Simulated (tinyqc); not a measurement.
# Electron density from the centroid

Question. In the Fang-Howard model the centroid is 3/b with b^3 = 6 (mz1/C) q (Nd + 11 Ns/32)/(eps0 eps_r), C = hbar^2/(2 m0), the field in eV/nm. Find b and Ns.

Values chosen for this exercise; masses and permittivity close to those of gallium nitride:
```
symbol,value,unit,meaning
eps_r,9.55,,relative permittivity
mz1,0.198,m0,mass along z of valley set A (1 valley(s))
Nd,3.5e11,cm^-2,sheet density of depletion charge
```

Constants: q = 1.602176634e-19 C, hbar = 1.054571817e-34 J s, m0 = 9.1093837015e-31 kg, eps0 = 8.8541878128e-14 F/cm where lengths are in cm, hbar^2/(2 m0) = 0.0380998212 eV nm^2. Results are converted to the units shown.

centroid = 2.6657222 nm

Answer. b = 3/centroid gives Nd + 11 Ns/32, from which the depletion charge is taken off.

b = 1.125 1/nm
Ns = 6.000e12 cm^-2

Computed by the program tinyqc: `OMP_NUM_THREADS=1 python tinyqc.py 2160105 2160106 out.jsonl`, one thread of a shared Intel Xeon 2.30GHz, about 0.6 s for the whole run.
